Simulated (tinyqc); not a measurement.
Inside a calculation. Method: FCI on RHF in the 3-21g basis, for He, spin multiplicity 1. Computed by tinyqc, a small Python program that keeps every step (integrals from PySCF). Settings: charge = 0, multiplicity = 1, basis = 3-21g, method = RHF, energy threshold = 1e-10, iteration cap = 62, orthogonalisation = symmetric, start = atomic densities, DIIS depth = 6, ci = FCI, davidson = 1. Command: `OMP_NUM_THREADS=1 python tinyqc.py 30011 30012 out.jsonl` (the two numbers bound the seeds that draw the settings). One thread of a shared host (Intel(R) Xeon(R) Processor @ 2.60GHz), about 0.1 s of CPU time with the checks. Later iterations appear only in the table of the cycle.

## One-electron integrals

Geometry (angstrom):
```
atom         x         y         z
He    0.000000  0.000000  0.000000
```

Basis 3-21g: exponents (1/bohr^2) and contraction coefficients of normalised primitives:
```
element  l (shell)   exponent  coefficient
He           s (1)  13.626700     0.175230
He           s (1)   1.999350     0.893482
He           s (2)   0.382993     1.000000
```

Overlap, kinetic and nuclear-attraction integrals over the contracted functions; the nuclear repulsion is the sum of Za Zb / Rab.

nuclear repulsion = 0 hartree

overlap S, order 1He 1s, 1He 2s:
$$\begin{pmatrix}
1.000000 & 0.595216 \\
0.595216 & 1.000000
\end{pmatrix}$$

kinetic energy T (hartree), order 1He 1s, 1He 2s:
$$\begin{pmatrix}
3.916124 & 0.578949 \\
0.578949 & 0.574489
\end{pmatrix}$$

nuclear attraction V (hartree), order 1He 1s, 1He 2s:
$$\begin{pmatrix}
-5.489688 & -2.235292 \\
-2.235292 & -1.975129
\end{pmatrix}$$

core Hamiltonian H = T + V (hartree), order 1He 1s, 1He 2s:
$$\begin{pmatrix}
-1.573565 & -1.656343 \\
-1.656343 & -1.400640
\end{pmatrix}$$

## Two-electron integrals

Functions are numbered as in S; the eight-fold symmetry (ij|kl) = (ji|kl) = (kl|ij) leaves the list below.

Two-electron integrals (ij|kl) in chemists' order, unique and non-zero (hartree):
```
(11|11) 1.803255   (21|11) 0.876507   (21|21) 0.452077   (22|11) 0.917008
(22|21) 0.514678   (22|22) 0.698314
```

## Orthogonalisation

S = U s U^T; symmetric (Loewdin) form X = U s^(-1/2) U^T, so that X^T S X = 1.

eigenvalues of S: [0.404784, 1.595216]

X, order 1He 1s, 1He 2s:
$$\begin{pmatrix}
1.181761 & -0.390007 \\
-0.390007 & 1.181761
\end{pmatrix}$$

## Starting guess

The start is atomic minimal-basis densities projected into this basis (PySCF's MINAO start) and scaled to the electron count of each spin; this density is not idempotent, so its energy is not variational and may lie below the converged one.

D at the start, order 1He 1s, 1He 2s:
$$\begin{pmatrix}
0.420599 & 0.602277 \\
0.602277 & 0.862432
\end{pmatrix}$$

## Iteration 1: building the Fock matrix

J_ij = sum D_kl (ij|kl), K_ij = sum D_kl (ik|jl); F = H + J - 0.5 K; E = tr D H + tr D J / 2 - 0.25 tr D K + E_nn.

Coulomb J (hartree), order 1He 1s, 1He 2s:
$$\begin{pmatrix}
2.605103 & 1.357084 \\
1.357084 & 1.607898
\end{pmatrix}$$

exchange K (hartree), order 1He 1s, 1He 2s:
$$\begin{pmatrix}
2.204132 & 1.637101 \\
1.637101 & 1.412348
\end{pmatrix}$$

Fock matrix F (hartree), order 1He 1s, 1He 2s:
$$\begin{pmatrix}
-0.070528 & -1.117810 \\
-1.117810 & -0.498916
\end{pmatrix}$$

total energy of this density = -2.83567803 hartree

This density is the starting one; it is not idempotent, so its energy is not variational and may lie below the converged one.

## Iteration 1: diagonalisation and new density

Diagonalise F' = X^T F X, C = X C', fill 1 alpha and 1 beta electrons from the bottom; D = 2 C_occ C_occ^T. Each column has its largest component positive (the first on a tie).

F' = X^T F X (hartree):
$$\begin{pmatrix}
0.856001 & -1.468658 \\
-1.468658 & 0.322892
\end{pmatrix}$$

orbital energies (hartree): MO1 -0.903204, MO2 2.082098

coefficients C, order 1He 1s, 1He 2s:
$$\begin{pmatrix}
0.457963 & 1.157123 \\
0.657238 & -1.056741
\end{pmatrix}$$

D after iteration 1, order 1He 1s, 1He 2s:
$$\begin{pmatrix}
0.419459 & 0.601981 \\
0.601981 & 0.863924
\end{pmatrix}$$

## Iteration 4 (converged): orbitals

converged F (hartree), order 1He 1s, 1He 2s:
$$\begin{pmatrix}
-0.070801 & -1.118003 \\
-1.118003 & -0.499364
\end{pmatrix}$$

As before.

F' = X^T F X (hartree):
$$\begin{pmatrix}
0.855729 & -1.468624 \\
-1.468624 & 0.322402
\end{pmatrix}$$

orbital energies (hartree): MO1 -0.903572, MO2 2.081703

coefficients C, order 1He 1s, 1He 2s:
$$\begin{pmatrix}
0.457919 & 1.157140 \\
0.657278 & -1.056716
\end{pmatrix}$$

D after iteration 4, order 1He 1s, 1He 2s:
$$\begin{pmatrix}
0.419379 & 0.601960 \\
0.601960 & 0.864028
\end{pmatrix}$$

## Convergence

Stop when the energy changes by less than 1e-10 hartree and every element of the error matrix X^T (F D S - S D F) X is below 3e-06.

Course of the cycle:
```
iteration  E (hartree)     change  largest element of the error matrix
1          -2.83567803          -                             3.21e-03
2          -2.83567987  -1.84e-06                             2.11e-04
3          -2.83567987  -7.95e-09                             1.20e-09
4          -2.83567987   8.88e-16                             5.60e-10
```

PySCF RHF in the same basis = -2.83567987 hartree

Converged in 4 iterations.

## Populations

Mulliken: Z minus the diagonal of D S on the atom; Loewdin: the same with S^(1/2) D S^(1/2).

Charges (e):
```
atom  Mulliken  Loewdin
1He          0        0
```

## Integrals over molecular orbitals

(pq|rs) = sum C_ip C_jq C_kr C_ls (ij|kl), one index at a time.

one-electron integrals over orbitals h = C^T H C (hartree):
$$\begin{pmatrix}
-1.932108 & -0.319236 \\
-0.319236 & 0.379665
\end{pmatrix}$$

Two-electron integrals over orbitals (pq|rs), unique and non-zero (hartree):
```
(11|11) 1.028537   (21|11) 0.319236   (21|21) 0.261994   (22|11) 0.982016
(22|21) 0.343809   (22|22) 0.998335
```

## FCI: determinants and Hamiltonian

Hartree-Fock energy = -2.83567987 hartree

Slater-Condon rules over spin orbitals, with the nuclear repulsion added and E(HF) subtracted on the diagonal. Only determinants linked to the reference directly or through others are kept (one block of an abelian symmetry group), so some states are absent.

Occupation strings over the orbitals (2 doubly, a alpha, b beta, 0 empty; spin orbitals ordered 1a 1b 2a 2b ...): 20 ab ba 02

H - E(HF) between determinants (hartree), order 20, ab, ba, 02:
$$\begin{pmatrix}
0.000000 & 0.000000 & 0.000000 & 0.261994 \\
0.000000 & 2.265252 & -0.261994 & 0.024573 \\
0.000000 & -0.261994 & 2.265252 & -0.024573 \\
0.261994 & 0.024573 & -0.024573 & 4.593344
\end{pmatrix}$$

## FCI: roots

Diagonalise (each vector has its largest component positive (the first on a tie)); all determinants have Ms = 0, so triplets appear too. The lowest singlet root is the correlation energy.

lowest roots of this matrix, relative to E(HF) (hartree): [-0.014897, 2.003258, 2.526670, 4.608818]

lowest vectors, order 20, ab, ba, 02:
$$\begin{pmatrix}
0.998387 & 0.000000 & -0.001721 & 0.056747 \\
0.000549 & 0.707107 & 0.707008 & 0.011784 \\
-0.000549 & 0.707107 & -0.707008 & -0.011784 \\
-0.056768 & 0.000000 & -0.016595 & 0.998249
\end{pmatrix}$$

<S^2> of these roots: [0.000000, 2.000000, 0.000000, 0.000000]

weight of the ground state by excitation level 0, 1, 2, ...: [0.996777, 0.000001, 0.003223]
